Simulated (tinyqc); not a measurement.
CIS and TDHF on RHF in the sto-3g basis, for H6, spin multiplicity 1, step by step. One step of it, computed by the program tinyqc.

Problem. CIS matrix, triplets. A(ia,jb) = (e_a - e_i) d_ij d_ab - (ij|ab).

orbital energies (hartree): MO1 -0.682774, MO2 -0.549451, MO3 -0.340154, MO4 0.253553, MO5 0.656315, MO6 1.105654

Two-electron integrals over orbitals (pq|rs), unique and non-zero (hartree):
```
(11|11) 0.435617    (21|21) 0.132564    (22|11) 0.350644    (22|22) 0.384366
(31|11) -0.081225   (31|22) 0.030355    (31|31) 0.105425    (32|21) 0.104699
(32|32) 0.129749    (33|11) 0.373458    (33|22) 0.353267    (33|31) -0.023681
(33|33) 0.378189    (41|21) -0.050289   (41|32) 0.013395    (41|41) 0.079729
(42|11) -0.078959   (42|22) -0.011544   (42|31) 0.060088    (42|33) -0.004795
(42|42) 0.085593    (43|21) 0.082196    (43|32) 0.083558    (43|41) -0.010327
(43|43) 0.103966    (44|11) 0.379562    (44|22) 0.357571    (44|31) -0.024023
(44|33) 0.371667    (44|42) -0.017442   (44|44) 0.386857    (51|11) 0.004758
(51|22) 0.035940    (51|31) 0.032883    (51|33) -0.015515   (51|42) -0.028647
(51|44) -0.004963   (51|51) 0.054541    (52|21) 0.042136    (52|32) 0.001438
(52|41) -0.052900   (52|43) -0.033435   (52|52) 0.085290    (53|11) 0.083015
(53|22) 0.013922    (53|31) -0.063160   (53|33) 0.017153    (53|42) -0.079004
(53|44) 0.013869    (53|51) 0.020533    (53|53) 0.085453    (54|21) -0.108145
(54|32) -0.122896   (54|41) -0.002102   (54|43) -0.084646   (54|52) -0.005784
(54|54) 0.132286    (55|11) 0.370728    (55|22) 0.392172    (55|31) 0.017994
(55|33) 0.369086    (55|42) -0.018560   (55|44) 0.377965    (55|51) 0.033979
(55|53) 0.020689    (55|55) 0.420034    (61|21) 0.001877    (61|32) -0.023633
(61|41) -0.029739   (61|43) 0.040345    (61|52) -0.032536   (61|54) 0.020735
(61|61) 0.068368    (62|11) -0.006974   (62|22) -0.036964   (62|31) -0.030742
(62|33) 0.007012    (62|42) 0.023464    (62|44) 0.008918    (62|51) -0.048835
(62|53) -0.025364   (62|55) -0.036477   (62|62) 0.051238    (63|21) -0.050520
(63|32) 0.005815    (63|41) 0.073438    (63|43) -0.011964   (63|52) -0.052242
(63|54) -0.005784   (63|61) -0.028228   (63|63) 0.078290    (64|11) -0.084156
(64|22) 0.022529    (64|31) 0.101136    (64|33) -0.026455   (64|42) 0.062031
(64|44) -0.028228   (64|51) 0.029995    (64|53) -0.064695   (64|55) 0.020901
(64|62) -0.030485   (64|64) 0.110467    (65|21) -0.135695   (65|32) -0.110072
(65|41) 0.050869    (65|43) -0.087582   (65|52) -0.043869   (65|54) 0.116646
(65|61) -0.002346   (65|63) 0.055853    (65|65) 0.154173    (66|11) 0.466125
(66|22) 0.376673    (66|31) -0.087693   (66|33) 0.403587    (66|42) -0.086883
(66|44) 0.414153    (66|51) 0.005507    (66|53) 0.093864    (66|55) 0.408745
(66|62) -0.008571   (66|64) -0.097565   (66|66) 0.528198
```

Give: CIS matrix A, triplet.

Solution.

CIS matrix A, triplet (hartree), lower triangle:
```
         1>4      1>5      1>6      2>4     2>5     2>6     3>4     3>5
1>4   0.5568
1>5   0.0000   0.9684
1>6   0.0842   0.0000   1.3223
2>4   0.0000   0.1081   0.0000   0.4454
2>5   0.1081   0.0000   0.1357   0.0000  0.8136
2>6   0.0000   0.1357   0.0000  -0.0225  0.0000  1.2784
3>4   0.0240   0.0000  -0.1011   0.0000  0.1229  0.0000  0.2220
3>5   0.0000  -0.0180   0.0000   0.1229  0.0000  0.1101  0.0000  0.6274
3>6  -0.1011   0.0000   0.0877   0.0000  0.1101  0.0000  0.0265  0.0000

        3>6
3>6  1.0422
```
